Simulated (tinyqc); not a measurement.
Thermal stress, cracking, delamination and buckling of a thin film; Griffith cracks and misfitting inclusions: one step, computed by the program tinyqc.

Isotropic linear elasticity; the substrate is much thicker than the film; stress is positive in tension.

Problem. A misfitting inclusion. Film material fills a long cylinder of radius R in the substrate, with the misfit e = thermal strain (it wants to shrink if e > 0). With the axial strain held by the substrate, s0 = (1 + nu) e/[(1 + nu)(1 - 2 nu)/E + (1 + nu_s)/E_s]; inside s_rr = s_tt = s0 and s_zz = E e + 2 nu s0; outside s_rr = s0 (R/r)^2, s_tt = -s_rr. Keep-out radius: where |s_rr| falls to 10 MPa (R if it is lower at the wall).

Inputs (values chosen for the exercise, for a model film): film Young's modulus E = 439 GPa; film Poisson ratio nu = 0.29; deposition temperature T_d = 800 K; final temperature T = 300 K; substrate Young's modulus E_s = 133 GPa; substrate Poisson ratio nu_s = 0.21; inclusion radius R = 3.6 micrometre.

Inclusion: long cylinder (a filled via).

thermal strain = 4.50e-04

Give: radial stress at the wall s0; mean stress inside; keep-out radius.

Solution.

radial stress at the wall s0 = 56.19 MPa

mean stress inside = 114.2 MPa

keep-out radius = 8.533 micrometre

The stress does not depend on R; its reach scales with R. Hydrostatic tension inside drives voids to form.
